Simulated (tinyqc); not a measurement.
## Transfer length from front and end resistance

Inverse problem. A contact of length d and width W has Rc = (Rsh Lt/W) coth(d/Lt) and Re = (Rsh Lt/W)/sinh(d/Lt), with Rsh the sheet resistance under the metal and Lt = sqrt(rc/Rsh). Find Lt, Rsh and rc.

Values chosen for this exercise:
- d = 0.32 um (contact length)
- W = 0.37 um (contact width)

Rc = 45.877145 ohm
Re = 0.99353457 ohm

Answer. Rc/Re = cosh(d/Lt) gives Lt, and Re then gives Rsh.

Lt = 0.0707 um
Rsh = 240 ohm/sq
rc = 1.20e-8 ohm cm^2

Computed by the program tinyqc: `OMP_NUM_THREADS=1 python tinyqc.py 2760073 2760074 out.jsonl`, one thread of a shared Intel Xeon 2.30GHz, about 0.01 s for the whole run.
